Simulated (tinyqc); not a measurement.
# Threshold spread from leakage statistics

Question. VT is Gaussian with standard deviation s and Ioff goes as exp(-VT/(n Vt)), so Ioff is log-normal: mean/median = exp(w^2/2) with w = s/(n Vt). Find w, s, the relative standard deviation sqrt(exp(w^2) - 1) and the share of devices that leak more than the mean, erfc(w/(2 sqrt(2)))/2.

Parameters, values chosen for the exercise: temperature T = 325 K; subthreshold factor n = 1.35.

Constants: q = 1.602176634e-19 C, kB = 1.380649e-23 J/K, Vt = kB T/q. Results are converted to the units shown.

mean/median of the off current = 1.0158477

Solution. w = sqrt(2 ln(mean/median)); the mean lies w/2 standard deviations out in ln Ioff.

w = 0.177
s = 6.70 mV
relative standard deviation = 0.179
share above the mean = 46.5 %

Numbers from tinyqc (`OMP_NUM_THREADS=1 python tinyqc.py 2090014 2090015 out.jsonl`; about 0.01 s on one thread of a shared Intel Xeon 2.30GHz).
